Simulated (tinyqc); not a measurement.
Speciation in dilute and buffered hydrofluoric acid, oxide etch rate and bath loading: one step, computed by the program tinyqc.

Concentrations stand for activities, NH4+ and Cl- are spectators, and water ionisation is neglected. H, F and HF2 denote the ions H+, F- and HF2-. The base temperature is 298 K.

Problem. Etch rate. Rate = k_a ([HF] + 2 [H2F2]) + k_b [HF2], an empirical two-term form. Time = oxide/rate; a temperature error changes the rate by exp((E_a/k_B)(1/298 - 1/(298 + error))) - 1.

Inputs (values chosen for the exercise, of the order of those for thermal oxide at room temperature):

| quantity | value | unit |
|---|---|---|
| rate constant of neutral HF k_a | 18 | nm L/(min mol) |
| rate constant of HF2 k_b | 46 | nm L/(min mol) |
| activation energy | 0.42 | eV |
| temperature error | 0.89 | K |
| oxide removed per wafer | 3.5 | nm |

[HF] = 0.02815435 mol/L

[H2F2] = 0.002370075 mol/L

[HF2] = 4.342217e-04 mol/L

Constants: k_B = 8.617333262e-05 eV/K.

Give: etch rate; share of HF2 in the rate; etch time; rate change from the temperature error.

Solution.

etch rate = 0.6121 nm/min

share of HF2 in the rate = 3.263 %

etch time = 343.1 s

rate change from the temperature error = 4.991 %
